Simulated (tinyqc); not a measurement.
From results back to parameters: trap in a gate oxide as a short-range spherical well. Three cases, with inputs chosen for the exercise.

Problem. In strong inversion a gate step dV falls across the oxide, so a trap at depth x moves by -e dV x/tox against EF and d ln(tau_c/tau_e)/dV = -x/(tox kB T/e). The slope was computed from a hidden depth.

Constants: kB = 8.617333262e-05 eV/K.

Case 1.

Values chosen (out of a larger set: near those of Al2O3 on GaAs; not measured data): tox = 17 angstrom (oxide thickness); T = 300 K (temperature).

slope = -11.3770 1/V

Case 2.

Values chosen (out of a larger set: near those of HfO2 on Si; not measured data): tox = 26 angstrom (oxide thickness); T = 300 K (temperature).

slope = -17.8531 1/V

Case 3.

Values chosen (out of a larger set: near those of HfO2 on Si; not measured data): tox = 40 angstrom (oxide thickness); T = 300 K (temperature).

slope = -12.5716 1/V

Find: x/tox; x.

Solution. x/tox = -slope kB T/e.

Case 1.

x/tox = 0.294
x = 5.0 angstrom

Case 2.

x/tox = 0.462
x = 12.0 angstrom

Case 3.

x/tox = 0.325
x = 13.0 angstrom

Computed by tinyqc, one run a case: `OMP_NUM_THREADS=1 python tinyqc.py N N+1 out.jsonl` with N = 1251648, 1251683, 1251762; one thread of a shared Intel(R) Xeon(R) Processor @ 2.30GHz, about 0.01 s a run at most.
